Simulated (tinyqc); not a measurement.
Crystal pulling from the melt: segregation, interface stability, heat balance and point-defect regime: one step, computed by the program tinyqc.

A dilute solute; steady pulling with a flat interface unless it is found unstable.

Problem. Concentration at the frozen fraction g. Axial profile: C_s = k_eff C0 (1 - g)^(k_eff - 1); bulk melt C_L = C_s/k_eff. Usable fraction: the g at which C_s has changed by 30 % from its first value (0.99 at most).

Inputs (values chosen for the exercise, modelled on aluminium in silicon): initial melt concentration C0 = 1.4e+18 1/cm^3; frozen fraction g = 0.65.

Loss from the melt surface: none.

k_eff = 0.002477246

Give: C_s; C_L; usable fraction.

Solution.

C_s = 9.8832e+15 1/cm^3

C_L = 3.9896e+18 1/cm^3

usable fraction = 0.23127

C_s rises along the crystal.
